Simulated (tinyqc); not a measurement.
# Thin-film resistivity, exact integral against the thick limit

Fuchs-Sondheimer for a film of thickness d, k = d/lam: rho0/rho = 1 - (3 (1 - ps)/(2 k)) int_1^infinity (t^-3 - t^-5)(1 - exp(-k t))/(1 - ps exp(-k t)) dt; thick limit rho/rho0 = 1 + 3 (1 - ps)/(8 k).

Parameters, values chosen for the exercise; metal values close to those of copper:
```
symbol  value     unit                               meaning
rho0     1.63  uohm cm                      bulk resistivity
lam      38.8       nm                   bulk mean free path
ps          0           specular share of surface scattering
```

Result of one run:
```
k       rho/rho0, exact  thick limit  error of the limit (%)  rho (uohm cm)
0.6959            1.666        1.539                   -7.63          2.716
```

Which film thickness d gave this result: 1.9, 14, 27, 200 or 390 nm?

d = 27 nm.

The whole series:
```
d (nm)        k  rho/rho0, exact  thick limit  error of the limit (%)  rho (uohm cm)
1.9     0.04897            7.844        8.658                    10.4          12.79
3.8     0.09794            4.848        4.829                  -0.398          7.903
7.3      0.1881            3.210        2.993                   -6.75          5.232
14       0.3608            2.240        2.039                   -8.98          3.652
27       0.6959            1.666        1.539                   -7.63          2.716
53        1.366            1.333        1.275                   -4.42          2.174
100       2.577            1.167        1.145                   -1.85          1.902
200       5.155            1.078        1.073                  -0.525          1.758
390       10.05            1.039        1.037                  -0.139          1.693
```

rho/rho0 falls from 7.84 to 1.04. The error of the thick limit goes from 10 through a minimum of -9.0 (at d = 14 nm among the rows listed) to -0.14 %; it stays within 5 % for k of 1.366 and above among the rows listed. The change of sign at small k is a crossing of two different laws, not agreement.

Program tinyqc, `OMP_NUM_THREADS=1 python tinyqc.py 2100162 2100163 out.jsonl`; Intel Xeon 2.30GHz, shared host, one thread, about 0.01 s.
